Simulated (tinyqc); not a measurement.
Resonant-tunnelling diode, transfer matrices and Tsu-Esaki current: one step of the calculation.

Emitter (band edge 0), barrier d1, well Lw, barrier d2, spacer ds, collector (edge -V). The bias drops linearly over these layers and none in the contacts; each layer is cut into ns equal slices, flat at the value of their centres. E is the energy of motion across the layers, C = hbar^2/(2 m0), psi and psi'/m are continuous. Transport is coherent, T(E) is taken as independent of the transverse momentum, and charge in the well is ignored.

Task. Breit-Wigner parameters from a parabola through 1/T(E). Near a resonance 1/T(E) = (1/Tp) [1 + (2 (E - Er)/G)^2]. With y = 1/T(E) at E0 - h, E0, E0 + h: a = (y1 + y3 - 2 y2)/(2 h^2), b = (y3 - y1)/(2 h), Er = E0 - b/(2 a), 1/Tp = y2 - b^2/(4 a), G = 2 sqrt(1/(Tp a)), tau = hbar/G.

Constants: q = 1.602176634e-19 C, hbar = 1.054571817e-34 J s. Results are converted to the units shown.

three energies (eV): [0.139019, 0.141719, 0.144419]
T(E) at these energies: [0.37573202, 0.86528975, 0.55864065]

Wanted: Er; Tp; G; tau.

Result.

Er = 0.1423 eV
Tp = 0.8998
G = 5.503 meV
tau = 119.6 fs

The true maximum of T(E) lies at 0.14224 eV with height 0.8962 and full width 5.551 meV; the fitted G is 0.87 % below that width.

Program tinyqc, `OMP_NUM_THREADS=1 python tinyqc.py 2600122 2600123 out.jsonl`; Intel Xeon 2.30GHz, shared host, one thread, about 0.2 s.
